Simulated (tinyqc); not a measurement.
Inside a calculation. Method: Hubbard chain of 4 sites. Computed by tinyqc, a small Python program that keeps every step. Settings: hopping = 1.78, U = 10.0, mixing = 0.2, iteration cap = 51. Command: `OMP_NUM_THREADS=1 python tinyqc.py 20298 20299 out.jsonl` (the two numbers bound the seeds that draw the settings). One thread of a shared host (Intel(R) Xeon(R) Processor @ 2.60GHz), about 0.3 s of CPU time with the checks.

one-body matrix (hopping and site energies) (eV), order 1, 2, 3, 4:
```
[[0.000000, -1.780000, 0.000000, 0.000000],
 [-1.780000, 0.000000, -1.780000, 0.000000],
 [0.000000, -1.780000, 0.000000, -1.780000],
 [0.000000, 0.000000, -1.780000, 0.000000]]
```

U = 10.000000 eV

electrons, up and down: [2, 2]

n(up) at the start (a guess, not normalised): [0.800000, 0.200000, 0.800000, 0.200000]

n(down) at the start (a guess): [0.200000, 0.800000, 0.200000, 0.800000]

Each step fills the lowest levels of T + U n(other spin) and sets n(new) = n + mixing (n(out) - n); stop when output and input agree to 1e-8.

Course of the cycle:
```
iteration       E (eV)  largest |n(out) - n(in)|  mean |n_up - n_down|
1          -1.66134028                  1.39e-01              0.830121
2          -1.72609603                  1.18e-01              0.845702
3          -1.76925802                  9.91e-02              0.857715
4          -1.79819270                  8.29e-02              0.867085
5          -1.81769698                  6.91e-02              0.874471
6          -1.83091169                  5.75e-02              0.880344
7          -1.83990643                  4.77e-02              0.885051
8          -1.84605399                  3.95e-02              0.888848
9          -1.85027079                  3.27e-02              0.891929
10         -1.85317231                  2.71e-02              0.894441
11         -1.85517424                  2.24e-02              0.896498
...                ...                       ...                   ...
41         -1.85971316                  1.28e-04              0.906369
42         -1.85971319                  1.07e-04              0.906377
43         -1.85971321                  9.01e-05              0.906383
44         -1.85971323                  7.56e-05              0.906388
45         -1.85971324                  6.34e-05              0.906392
46         -1.85971324                  5.32e-05              0.906396
47         -1.85971325                  4.46e-05              0.906399
48         -1.85971325                  3.74e-05              0.906402
49         -1.85971325                  3.14e-05              0.906404
50         -1.85971326                  2.63e-05              0.906405
51         -1.85971326                  2.21e-05              0.906407
```

Can the last value be used, and what does the course show?

Not by the stop rule, although the second column moves by less than 1e-07 over the last three steps. Not converged within 51 iterations: the residual falls steadily but slowly, by a factor of about 0.84 a step. The lowest mean-field energy found from random starts is -1.85971 eV. Reruns (cap 100 unless said): mixing 0.5: converged in 33 (E = -1.85971); mixing 0.9: converged in 14 (E = -1.85971); the original settings with a cap of 400: converged in 95 (E = -1.85971).
